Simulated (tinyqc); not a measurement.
# Floating body of a partially depleted SOI transistor: body voltage and kink: output curve and kink

Source at 0 V. Channel current Ic = 2 nf K Vt^2 [F(0) - F(Vd)](1 + la Vd), F(V) = ln^2(1 + exp((Vg - VT - nf V)/(2 nf Vt))), VT = VT0 - gb Vb. Saturation voltage Vs = 2 Vt sqrt(F(0)) + 3 Vt, excess Ve = (Vd - Vs + sqrt((Vd - Vs)^2 + 0.0004 V^2))/2, multiplication M1 = Ai Ve exp(-Bl/Ve). Each junction passes D(v) = J1 (exp(v/Vt) - 1) + J2 (exp(v/(2 Vt)) - 1). Bipolar current Ib = bb J1 (exp(Vb/Vt) - 1). The body settles where M1 (Ic + Ib) = D(Vb) + D(Vb - Vd) + Vb/Rb; drain current Id = (1 + M1)(Ic + Ib) - D(Vb - Vd).

Rows with more than one solution for Vb (latch) are left out; dId/dVd by a forward difference over 1e-4 V, swing = 1e-4 V over the change of log10 Id; M1 under 1e-12 is printed as 0.

Parameters, values chosen for the exercise; values of the order met in partially depleted silicon-on-insulator transistors: temperature T = 330 K; threshold at zero body voltage VT0 = 0.54 V; fall of the threshold per volt of body voltage gb = 0.1; slope factor nf = 1.21; gain factor per width K = 300 uA/(V^2 um); channel-length modulation factor la = 0.04 1/V; impact-ionisation prefactor Ai = 3.53 1/V; impact-ionisation voltage Bl = 4.3 V; diffusion saturation current of each junction J1 = 1.1e-11 uA/um; recombination saturation current of each junction J2 = 3.1e-7 uA/um; gain of the lateral bipolar transistor on the diffusion current bb = 3; resistance of a weak body tie to the source (1e9 stands for no tie, and the term is then dropped) Rb = 1e9 kohm um; gate voltage Vg = 0.91 V.

Constants: q = 1.602176634e-19 C, kB = 1.380649e-23 J/K, Vt = kB T/q. Results are converted to the units shown.

Output curve and kink:
```
Vd (V)	Vb (V)	M1	Id, floating (uA/um)	Id, grounded (uA/um)	ratio	dId/dVd, floating (uS/um)	dId/dVd, grounded (uS/um)
0.8	0.3917	1.464e-5	21.44	17.54	1.222	17.70	0.6994
1	0.5910	9.163e-4	23.81	17.71	1.344	8.106	1.112
1.2	0.6695	0.008849	25.60	18.07	1.417	11.71	2.640
1.4	0.7157	0.03624	29.38	18.85	1.558	29.06	5.411
1.6	0.7511	0.09526	39.32	20.29	1.938	80.47	9.060
1.8	0.7872	0.1934	73.39	22.51	3.261	348.1	13.16
2	0.8964	0.3289	2187	25.56	85.56	2.598e5	17.38
```

Vb rises from 0.392 to 0.896 V and the ratio of the currents rises from 1.22 to 85.6. The output conductance with a floating body exceeds the grounded value by the largest factor among the rows, 14900, at Vd = 2 V, where Vb = 0.896 V and M1 = 0.329.

Range of the model: The multiplication law is an empirical form chosen for the exercise; self-heating and capacitive coupling to the body are left out, and the linear laws are rough once Vb passes about 0.7 V or M1 about 0.1.

Numbers from tinyqc (`OMP_NUM_THREADS=1 python tinyqc.py 2182076 2182077 out.jsonl`; about 0.2 s on one thread of a shared Intel Xeon 2.30GHz).
